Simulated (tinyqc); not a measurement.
From results back to parameters: Weaire-Thorpe hybrids on a Bethe lattice: gap and dangling bond of an amorphous tetrahedral solid. Five cases, with inputs chosen for the exercise.

Problem. In the Weaire-Thorpe model the two p-like peaks lie at -V2 + V1 and V2 + V1, and the guaranteed gap is 2 V2 - 4 V1. The peak positions come from hidden V1 and V2.

Find: V1, V2; guaranteed gap; lowest possible level -3 V1 - V2.

Method. The mean of the peaks is V1 and half their distance V2.

Case 1.

peaks (eV): bonding -2.690, antibonding 6.170

Solution.

V1, V2 (eV): 1.74  4.43

guaranteed gap = 1.90 eV
lowest possible level -3 V1 - V2 = -9.65 eV

Case 2.

peaks (eV): bonding -2.770, antibonding 6.210

Solution.

V1, V2 (eV): 1.72  4.49

guaranteed gap = 2.10 eV
lowest possible level -3 V1 - V2 = -9.65 eV

Case 3.

peaks (eV): bonding -2.660, antibonding 6.340

Solution.

V1, V2 (eV): 1.84  4.50

guaranteed gap = 1.64 eV
lowest possible level -3 V1 - V2 = -10.02 eV

Case 4.

peaks (eV): bonding -2.500, antibonding 6.120

Solution.

V1, V2 (eV): 1.81  4.31

guaranteed gap = 1.38 eV
lowest possible level -3 V1 - V2 = -9.74 eV

Case 5.

peaks (eV): bonding -2.350, antibonding 6.030

Solution.

V1, V2 (eV): 1.84  4.19

guaranteed gap = 1.02 eV
lowest possible level -3 V1 - V2 = -9.71 eV

Computed by tinyqc, one run a case: `OMP_NUM_THREADS=1 python tinyqc.py N N+1 out.jsonl` with N = 1452220, 1452359, 1452467, 1452558, 1452580; one thread of a shared Intel(R) Xeon(R) Processor @ 2.30GHz, about 0.03 s a run at most.
